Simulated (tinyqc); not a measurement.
Inside a calculation. Model: global model of a low-pressure process discharge: electron temperature, density, ion flux and ion energy. Computed by tinyqc, a small Python program that keeps every step. Command: `OMP_NUM_THREADS=1 python tinyqc.py 3111394 3111395 out.jsonl plasma walk`. One thread of a shared host (Intel(R) Xeon(R) Processor @ 2.30GHz), about 0.01 s of CPU time with the checks. Intermediate numbers are printed to about 6 digits and carried at full precision; extremes and crossings named in words are read from the listed rows.

Maxwellian electrons with temperature T_e in eV, one positive ion, no negative ions, uniform bulk density n; rate constants have the Arrhenius form.

Inputs (values chosen for the exercise, of the order of those of an inductive discharge in a simple atomic gas):

| quantity | value | unit |
|---|---|---|
| ion mass M | 40 | u |
| ionisation prefactor K0 | 6.5e-14 | m^3/s |
| ionisation energy E_iz | 16.5 | eV |
| excitation prefactor X0 | 2.1e-14 | m^3/s |
| excitation energy E_ex | 11.7 | eV |
| elastic rate constant K_el | 1.8e-13 | m^3/s |
| ion-neutral cross section | 7.3e-19 | m^2 |
| pressure p | 3.5 | Pa |
| gas temperature T_g | 600 | K |
| radius R | 9 | cm |
| height L | 8.9 | cm |
| absorbed power P | 2400 | W |
| bias power P_b | 23 | W |
| radius of the biased electrode | 5 | cm |
| bias frequency | 13.56 | MHz |
| mixing | 0.4 | - |

Constants: k_B = 1.380649e-23 J/K; e = 1.602176634e-19 C; u = 1.6605390666e-27 kg; m_0 = 9.1093837015e-31 kg; eps_0 = 8.8541878128e-12 F/m.

## Geometry factors

n_g = p/(k_B T_g); lambda_i = 1/(n_g sigma); h_L = 0.86/sqrt(3 + L/(2 lambda_i)), h_R = 0.8/sqrt(4 + R/lambda_i); A_eff = 2 pi R^2 h_L + 2 pi R L h_R; d_eff = pi R^2 L/A_eff.

gas density n_g = 4.22507e+20 1/m^3

ion mean free path = 0.324223 cm

h_L = 0.210288

h_R = 0.141958

A_eff = 178.468 cm^2

d_eff = 12.6901 cm

## A fixed-point cycle for T_e

Particle balance: K0 exp(-E_iz/T_e) n_g d_eff = u_B, u_B = sqrt(e T_e/M). Cycle: T_out = T sqrt(loss/creation) with loss/creation = u_B/(K0 exp(-E_iz/T) n_g d_eff); T -> T + mixing (T_out - T), kept between 0.3 and 60 eV, from 3 eV; stop at |T_out - T| < 1e-9 eV or after 60 steps.

Course:

| step | T (eV) | T_out (eV) | residual (eV) |
|---|---|---|---|
| 0 | 3.00000 | 1.30379 | -1.69621e+00 |
| 1 | 2.32151 | 2.11382 | -2.07695e-01 |
| 2 | 2.23844 | 2.30444 | 6.60030e-02 |
| 3 | 2.26484 | 2.24012 | -2.47137e-02 |
| 4 | 2.25495 | 2.26377 | 8.81948e-03 |
| 5 | 2.25848 | 2.25527 | -3.20587e-03 |
| 6 | 2.25720 | 2.25836 | 1.15776e-03 |
| ... | ... | ... | ... |
| 14 | 2.25754 | 2.25754 | 3.39842e-07 |
| 15 | 2.25754 | 2.25754 | -1.22945e-07 |
| 16 | 2.25754 | 2.25754 | 4.44777e-08 |
| 17 | 2.25754 | 2.25754 | -1.60907e-08 |
| 18 | 2.25754 | 2.25754 | 5.82112e-09 |
| 19 | 2.25754 | 2.25754 | -2.10591e-09 |
| 20 | 2.25754 | 2.25754 | 7.61853e-10 |

last residual = 7.61853e-10 eV

Converged in 21 steps.

## Electron temperature

Root found by bracketing.

T_e = 2.25754 eV

Bohm velocity u_B = 2333.56 m/s

K_iz = 4.35232e-17 m^3/s

## Energy per pair and density

E_c = E_iz + (X0 exp(-E_ex/T_e) E_ex + K_el (3 m_0/M) T_e)/K_iz; wall potential V_s = (T_e/2) ln(M/(2 pi m_0)); E_T = E_c + 2 T_e + T_e/2 + V_s; n = P/(e u_B A_eff E_T); ion current density J = e h_L n u_B; ionised share n/n_g.

collisional loss per pair E_c = 48.5720 eV

wall potential V_s = 10.5643 V

E_T = 64.7802 eV

plasma density n = 5.55238e+12 1/cm^3

ion current density J = 43.6538 mA/cm^2

ionised share = 0.0131415

Collisions take 75 % of the power and the walls the rest. T_e came from the particle balance alone; the power sets only n.

## Biased electrode

All bias power goes to ions: V_b = P_b/(J pi r^2). Debye length at the sheath edge lambda_D = sqrt(eps_0 T_e/(e h_L n)); Child-law sheath s = (sqrt2/3) lambda_D (2 V/T_e)^(3/4), V = V_b + V_s; ion transit time tau_i = 3 s sqrt(M/(2 e V)); collisions in the sheath s/lambda_i.

bias voltage V_b = 6.70836 V

lambda_D = 10.3369 micrometre

sheath width s = 0.0377008 mm

ion transit time = 12.3901 ns

transit time over bias period = 0.168010

s/lambda_i = 0.0116280

Ions cross within a small part of a period and sample the instantaneous voltage: a broad, two-peaked energy distribution. The sheath is nearly free of collisions.

## Pressure series at fixed power

n_g = p/(k_B T_g), lambda_i = 1/(n_g sigma), K_iz = K0 exp(-E_iz/T_e), h_L = 0.86/sqrt(3 + L/(2 lambda_i)), h_R = 0.8/sqrt(4 + R/lambda_i), A_eff = 2 pi R^2 h_L + 2 pi R L h_R and d_eff = pi R^2 L/A_eff follow p. E_c = E_iz + (X0 exp(-E_ex/T_e) E_ex + K_el (3 m_0/M) T_e)/K_iz; E_T = E_c + (5/2) T_e + (T_e/2) ln(M/(2 pi m_0)); n = P/(e u_B A_eff E_T); J = e h_L n u_B. Pressures without a root below 2 E_iz are left out.

Against pressure:

| p (Pa) | T_e (eV) | E_c (eV) | E_T (eV) | n (1/cm^3) | J (mA/cm^2) |
|---|---|---|---|---|---|
| 0.1 | 7.11122 | 23.9322 | 74.988 | 1.14417e+12 | 35.4514 |
| 0.2 | 5.08416 | 26.2314 | 62.734 | 1.72470e+12 | 42.7800 |
| 0.5 | 3.68663 | 30.4346 | 56.903 | 2.60274e+12 | 48.0156 |
| 1.0 | 3.02840 | 35.0238 | 56.766 | 3.45083e+12 | 48.8473 |
| 2.0 | 2.55265 | 41.4687 | 59.796 | 4.52189e+12 | 46.9518 |
| 5.0 | 2.10040 | 54.2688 | 69.349 | 6.27256e+12 | 40.9149 |
| 10.0 | 1.84783 | 68.8629 | 82.130 | 7.74976e+12 | 34.6974 |
| 20.0 | 1.64827 | 90.2185 | 102.052 | 9.19305e+12 | 27.9893 |

T_e falls from 7.11 to 1.65 eV, n changes by a factor 8.0 and J by 0.79; in J = P h_L/(A_eff E_T), E_T changes by a factor 1.36 and is least at 1 Pa, between wall losses at high T_e and excitation losses at low T_e.

Checks made by the program: cycle against bracketing (relative difference 1e-10).
